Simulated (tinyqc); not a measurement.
Inside a calculation. Method: Ewald sum of point charges, caesium chloride lattice. Computed by tinyqc, a small Python program that keeps every step. Command: `OMP_NUM_THREADS=1 python tinyqc.py 23283 23284 out.jsonl` (the two numbers bound the seeds that draw the settings). One thread of a shared host (Intel(R) Xeon(R) Processor @ 2.60GHz), about 0.03 s of CPU time with the checks.

## Ewald sum with eta = 0.333 1/bohr

cell vectors (rows) (bohr):
```
        1       2       3
1  9.2900  0.0000  0.0000
2  0.0000  9.2900  0.0000
3  0.0000  0.0000  9.2900
```

Charges:
```
q            f1      f2      f3
2.0000   0.0000  0.0000  0.0000
-2.0000  0.5000  0.5000  0.5000
```

Real space: 1/2 sum q_i q_j erfc(eta r)/r over all images with r > 0; reciprocal space: (2 pi/V) sum_(G != 0) exp(-G^2/4 eta^2)/G^2 |S(G)|^2 with S(G) = sum q exp(i G.r); self term -eta/sqrt(pi) sum q^2; background -pi Q^2/(2 V eta^2), Q the total charge.

Real-space shells (first ones):
```
r (bohr)  pairs  sum (hartree)
8.0454       16        -0.0006
9.2900       12       3.14e-05
13.1380      24       2.24e-09
15.4057      48              0
16.0908      16              0
```

Reciprocal shells (first ones that count):
```
G^2 (1/bohr^2)  vectors  sum (hartree)
0.4574                6         0.5864
1.3723                8         0.0331
2.2872               24         0.0076
4.1169               30       8.51e-05
5.0318               24       7.08e-06
5.9466               24       7.62e-07
7.7764               48       1.88e-08
8.6912               24       1.07e-09
9.6061               48       2.46e-10
```

## The total does not depend on eta

The same sums for other eta.

Totals (hartree per cell):
```
eta          real  reciprocal     self  background      total
0.3330    -0.0006      0.6272  -1.5030      0.0000  -0.876367
0.5510  -1.44e-09      1.6106  -2.4869      0.0000  -0.876367
0.6660          0      2.1296  -3.0060      0.0000  -0.876367
```

shortest distance = 8.0454 bohr

Madelung constant -E d / (formula units |q+ q-|) = 1.7627
